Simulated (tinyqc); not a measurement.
# The weight eta from points of equal mobility

Problem. If the mobility depends on E = q (Ndep + eta Ns)/(eps0 eps_r) alone, two points of equal mobility on its falling branch have equal E. Find eta and E.

Values chosen for this exercise:

| symbol | value | unit | meaning |
|---|---|---|---|
| eps_r | 11.7 |  | relative permittivity of the semiconductor |

Constants: q = 1.602176634e-19 C, eps0 = 8.8541878128e-14 F/cm where lengths are in cm. Results are converted to the units shown.

Ndep at two body biases (cm^-2): [1.7853729e12, 2.9357882e12]
Ns at which the mobility is the same (cm^-2): [1.1e13, 8.4435214e12]

Answer. eta is the ratio of the differences of Ndep and Ns.

eta = 0.450
E = 1.04 MV/cm

tinyqc, about 0.01 s, one thread, Intel Xeon 2.30GHz (shared host): `OMP_NUM_THREADS=1 python tinyqc.py 2510097 2510098 out.jsonl`
